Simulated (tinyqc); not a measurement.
Thermal stress and diffusional relaxation in a metal film: Coble and Nabarro-Herring creep, cooling and holds: one step, computed by the program tinyqc.

A thin film on a rigid substrate is stress-free at T0. Tension is positive and the film creeps linearly: d sigma/dt = -M (mismatch) dT/dt - sigma/tau.

Problem. Stress after cooling to room temperature. Creep rate per stress: Nabarro-Herring 14 D Omega/(k_B T d^2), Coble (14 pi) delta D_b Omega/(k_B T d^3), with D = D0 exp(-E/(k_B T)), delta D_b = (delta D_b)0 exp(-E_b/(k_B T)); 1/tau = M x (sum of both)/2 (biaxial strain rate is half the uniaxial one). Temperatures in kelvin are T(C) + 273.15. Cooling from T0 at the constant rate: d sigma/dT = -slope + sigma/(tau(T) x rate), integrated to 25 C (stiff solver, tolerance 1e-9). Effective stress-free temperature T_eff = 25 C + sigma/slope.

Inputs (values chosen for the exercise, modelled on aluminium films on silicon): biaxial modulus M = 110 GPa; atomic volume Omega = 16.6 angstrom^3; lattice prefactor D0 = 0.00021 m^2/s; lattice energy E = 1.5 eV; boundary prefactor (delta D_b)0 = 4e-14 m^3/s; boundary energy E_b = 0.862 eV; grain size d = 1.7 um; stress-free temperature T0 = 350 C; hold temperature T = 200 C; cooling rate = 10 C/min.

thermoelastic slope = 2.321 MPa/K

Constants: k_B = 1.380649e-23 J/K; k_B = 8.617333262e-05 eV/K.

Give: stress at 25 C; effective stress-free temperature.

Solution.

stress at 25 C = 316.7 MPa

effective stress-free temperature = 161.5 C

Creep during cooling removes 58.0 % of the elastic value. Caution: bulk creep laws overstate relaxation in a bonded film, and dislocation glide would cap stresses above the yield stress.
